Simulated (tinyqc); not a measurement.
Off-state leakage of single and stacked transistors: two steps of the calculation.

n-channel devices of unit width. Subthreshold current I(Vg, Vs, Vd) = I0 (T/300 K)^0.5 exp[(Vg - Vs - VT(T) - gb (Vs - Vb) + dd (Vd - Vs))/(nf Vt)] (1 - exp(-(Vd - Vs)/Vt)), VT(T) = VT - cT (T - 300 K). Gate-edge tunnelling Ig (Vd/1 V) exp(ag (Vd - 1 V)), for a gate at 0 V, and band-to-band leakage Ab u exp(-Bb/u), u = Vd - Vb + 1 V, flow at a drain held at V; both are taken as independent of T. In a stack of off transistors (all gates at 0 V) the same subthreshold current passes through each.

Inputs (values chosen for the exercise); values of the order met in bulk silicon logic transistors:

| symbol | value | unit | meaning |
|---|---|---|---|
| T | 330 | K | temperature |
| V | 0.9 | V | supply voltage |
| VT | 0.44 | V | threshold at 300 K, zero drain and body bias |
| cT | 0.5 | mV/K | fall of the threshold with temperature |
| I0 | 0.81 | uA/um | current at threshold at 300 K |
| nf | 1.3 |  | slope factor |
| dd | 0.05 |  | drain-induced lowering per volt |
| gb | 0.17 |  | rise of the threshold per volt of source-body bias |
| Ig | 7e-5 | uA/um | gate-edge tunnelling current at 1 V |
| ag | 4.8 | 1/V | exponential slope of the gate current |
| Ab | 4 | uA/(um V) | prefactor of band-to-band leakage at the drain |
| Bb | 24 | V | its exponential voltage |
| Vb | 0 | V | body voltage |

Constants: q = 1.602176634e-19 C, kB = 1.380649e-23 J/K, Vt = kB T/q. Results are converted to the units shown.

Problem 1. Leakage of one transistor. Vg = Vs = 0, Vd = V; effective threshold VT(T) - gb Vb - dd V.

Find: effective threshold; parts; total; shares.

Solution 1.

effective threshold = 0.38000 V
parts (nA/um): subthreshold 0.029177, gate edge 0.038983, band-to-band 0.024831
total = 0.092991 nA/um
shares (%): subthreshold 31.376, gate edge 41.922, band-to-band 26.702

The gate edge part is the largest.

Problem 2. New Vx. Stack of two, Vx the node between them: I_low = I(0, 0, Vx), I_up = I(0, Vx, V), f = ln(I_up/I_low), f' = -(1 + gb + 2 dd)/(nf Vt) - 1/(Vt (exp(Vx/Vt) - 1)) - 1/(Vt (exp((V - Vx)/Vt) - 1)), Vx(new) = Vx - f/f'.

Vx after iteration 1 = 0.042373500 V

Wanted: I_low; I_up; f; f'; Vx after iteration 2.

Solution 2.

I_low = 0.0070857 nA/um
I_up = 0.0072067 nA/um
f = 0.016923
f' = -44.584 1/V
Vx after iteration 2 = 0.042753 V

Numbers from tinyqc (`OMP_NUM_THREADS=1 python tinyqc.py 2242225 2242226 out.jsonl`; about 0.03 s on one thread of a shared Intel Xeon 2.30GHz).
